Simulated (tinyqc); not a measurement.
Sheet resistance and Hall data of a diffused or implanted layer: one step, computed by the program tinyqc.

Carriers are taken equal to the net active doping down to the junction (full ionisation, which deep dopants in wide-gap hosts do not reach; no spill-over, no depletion), and the Hall factor is 1.

Task: Dose and junction depth. N(x) = N_0 exp(-x^2/l^2), dose N_0 l sqrt(pi)/2, junction x_j = l sqrt(ln(N_0/N_B)).

Inputs (values chosen for the exercise, modelled on phosphorus in silicon): peak concentration N_0 = 5.1e+20 1/cm^3; length scale l = 520 nm; background doping N_B (opposite type) = 1.6e+16 1/cm^3.

Profile: Gaussian at the surface. Activation: limited by solubility.

Give: dose; junction depth x_j.

Result:

dose = 2.350e+16 1/cm^2

junction depth x_j = 1674 nm
